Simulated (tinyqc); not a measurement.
Out-diffusion of a doped substrate or buried layer into a growing epitaxial film: one step, computed by the program tinyqc. Command: `OMP_NUM_THREADS=1 python tinyqc.py 3029013 3029014 out.jsonl buried walk`. One thread of a shared host (Intel(R) Xeon(R) Processor @ 2.30GHz), about 0.01 s of CPU time with the checks.

x is counted from the original substrate surface into the film, whose surface moves as x = v t. Substrate dopant has one diffusivity; the dopant of the film is taken as uniform.

Problem. Scales. D = D0 exp(-E/(k_B T)); growth time t = d/v; l = 2 sqrt(D t); growth number G = v t/l = d/l; 1 um = 1e-4 cm. Temperatures in kelvin are T(C) + 273.15.

Inputs (values chosen for the exercise, modelled on phosphorus in silicon):
```
quantity              value    unit
prefactor D0           4.82  cm^2/s
activation energy E    3.65      eV
growth rate v           1.5  um/min
film thickness d        5.2      um
growth temperature T   1025       C
```

Film doping: same type as the substrate.

Constants: k_B = 8.617333262e-05 eV/K.

Give: diffusivity D; growth time t; length l; growth number G.

Solution.

diffusivity D = 3.2564e-14 cm^2/s

growth time t = 3.4667 min

length l = 0.052051 um

growth number G = 99.902

The surface outruns diffusion, so the film acts as an infinite medium.
